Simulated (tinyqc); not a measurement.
The whole curve: space-charge-limited current through a thin insulating or semi-insulating film with traps. Computed by tinyqc, a small Python program. Command: `OMP_NUM_THREADS=1 python tinyqc.py 3009741 3009742 out.jsonl sclc walk`. One thread of a shared host (Intel(R) Xeon(R) Processor @ 2.30GHz), about 0.01 s of CPU time with the checks.

One ohmic injecting contact at x = 0 (field zero), drift only, non-degenerate free carriers.

Inputs (values chosen for the exercise, modelled on semi-insulating GaN): permittivity eps = 9.7; band mobility mu = 320 cm^2/(V s); effective density of states N_c = 2.4e+18 1/cm^3; trap density N_t = 9.5e+15 1/cm^3; equilibrium Fermi level below the band edge, E_0 = 0.83 eV; thickness d = 540 nm; temperature T = 300 K; characteristic temperature T_c = 500 K.

Traps: exponential tail.

Constants: k_B = 8.617333262e-05 eV/K; eps_0 = 8.8541878128e-12 F/m; e = 1.602176634e-19 C.

Method:
- Free density n_0 = N_c exp(-E_0/k_B T) in equilibrium; trapped density n_t(n) = N_t (n/N_c)^(T/T_c) (the low-temperature form).
- J = e mu n F and (eps eps_0/e) dF/dx = n - n_0 + n_t(n) - n_t(n_0) = rho(n). With F = J/(e mu n): d = (eps eps_0 J/(e^2 mu)) I_1 and V = (eps eps_0 J^2/(e^3 mu^2)) I_2, I_k = int_(n_L)^infinity dn/(n^(k+1) rho(n)), n_L the density at the anode; with u = n_L/n, 200 Gauss-Legendre points in t, u = 1 - (1 - t)^2.
- The last column is d ln J/d ln V up to the next row.

Current against voltage:
```
n_L (1/cm^3)       V (V)  J (A/cm^2)   slope
2.90e+04      4.8863e-09  1.6848e-16  1.9720
4.30e+05      1.0043e-07  6.5402e-14  2.5648
6.40e+06      5.6923e-07  5.5973e-12  2.6305
9.60e+07      2.9982e-06  4.4266e-10  2.6134
1.40e+09      1.5747e-05  3.3773e-08  2.5407
2.10e+10      9.0714e-05  2.8890e-06  2.4025
3.20e+11      6.2449e-04  2.9765e-04  2.2351
4.80e+12      5.5036e-03  3.8563e-02  2.1081
7.20e+13      6.2592e-02  6.4870e+00  2.0420
1.10e+15      8.5131e-01  1.3390e+03  2.0150
1.60e+16      1.1872e+01  2.7090e+05  2.0052
2.40e+17      1.7543e+02  5.9990e+07       -
```

The slope starts at 1.97, peaks at 2.6 between 5.69e-7 and 3.00e-6 V and ends at 2.01. Rows below 0.26 V (10 k_B T/e) are formal, since diffusion from the contact rules there. Self-heating is left out, although J V exceeds 1e5 W/cm^2 at the last row. The last rows ignore velocity saturation (mu V/d above 1e7 cm/s). Rows above 162 V are formal, since the mean field exceeds 3 MV/cm and breakdown sets in. An exponential tail gives the power law T_c/T + 1 = 2.67, which the middle rows approach.

Extremes, crossings and ranges named in words are read from the listed rows.
